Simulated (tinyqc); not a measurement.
What each parameter does: k.p values derived from sp3s* tight binding at Gamma.

At Gamma the states are two-level mixtures: s-like S+ (upper) and S- (lower) from [[Esa, Vss], [Vss, Esc]], p-like P- (valence) and P+ from [[Epa, Vxx], [Vxx, Epc]], and the bare s* levels. With real k in 1/angstrom and kz = 0, the phase sums over the four bonds are g0 = 1 - (a k/4)^2/2, g1 = i a kx/4, g3 = -(a/4)^2 kx ky to second order. Each mixture is written (anion, cation) with the anion part positive. c = hbar^2/2m0. No spin-orbit coupling.

Recipe: P = (a/4)(sa pc Vsapc + sc pa Vscpa) between an s and a p state ((a/4) pc Vxapc and (a/4) pa Vpaxc for s*), Ep = P^2/c for S+ to P-; m0/m = [-(a/4)^2 sa sc Vss + sum P^2/(E(S+) - E(P))]/c; L = d0 + F, M = d0 + H1, N = dN + F + H1 with d0 = -(a/4)^2 pa pc Vxx, dN = -2 (a/4)^2 pa pc Vxy, F = sum P^2/(E(P-) - E(s)) over the four s-like states, H1 = Q^2/(E(P-) - E(P+)), Q = (a/4) Vxy (pa p'c - pc p'a); g1 = -(L + 2M)/(3c), g2 = -(L - M)/(6c), g3 = -N/(6c).

Constants: hbar^2/2m0 = 3.80998211 eV angstrom^2.

Inputs chosen for the exercise (near a published set for GaSb, fitted to gaps, whose masses and valley positions are rough; shifted at random, so the results belong to these values and not to a real crystal): a = 6.093 angstrom (lattice constant); Esa = -7.293 eV (s level of the anion); Epa = 0.853 eV (p level of the anion); Esc = -3.892 eV (s level of the cation); Epc = 2.928 eV (p level of the cation); Exa = 6.658 eV (s* level of the anion); Exc = 5.987 eV (s* level of the cation); Vss = -6.141 eV (s-s); Vxx = 1.58 eV (px-px); Vxy = 4.139 eV (px-py); Vsapc = 4.946 eV (s anion, p cation); Vscpa = 4.66 eV (s cation, p anion); Vxapc = 5.005 eV (s* anion, p cation); Vpaxc = 4.237 eV (p anion, s* cation).

The recipe applied anew.

Results for these values:
```
case  EG (eV)  Ep (eV)  m (m0)     g1     g2     g3
base   0.7793   13.373  0.0658  7.795  2.719  3.288
```

What happens to each result for Esc = -4.042 eV, all else kept?

Answer: EG falls from 0.7793 to 0.6847; Ep falls from 13.373 to 13.353; m falls from 0.0658 to 0.0570; g1 rises from 7.795 to 8.575; g2 rises from 2.719 to 3.109; g3 rises from 3.288 to 3.678.

The same for each parameter in turn:
```
case              EG (eV)  Ep (eV)  m (m0)     g1     g2     g3
base               0.7793   13.373  0.0658  7.795  2.719  3.288
Vscpa = 4.51 eV    0.7793   12.780  0.0693  7.543  2.593  3.162
Vxapc = 4.855 eV   0.7793   13.373  0.0658  7.785  2.714  3.283
Esa = -7.443 eV    0.7247   13.393  0.0605  8.236  2.939  3.508
Exc = 5.837 eV     0.7793   13.373  0.0658  7.807  2.725  3.294
Vxx = 1.73 eV      0.9063   13.470  0.0773  6.855  2.360  2.862
Esc = -4.042 eV    0.6847   13.353  0.0570  8.575  3.109  3.678
Exa = 6.508 eV     0.7793   13.373  0.0658  7.799  2.721  3.290
```

Vxapc, Exc and Exa act through the s* states, which enter F alone and leave EG, Ep and m.

(tinyqc, `OMP_NUM_THREADS=1 python tinyqc.py 1451411 1451412 out.jsonl`, Intel(R) Xeon(R) Processor @ 2.30GHz, 1 thread, shared host, about 0.01 s.)
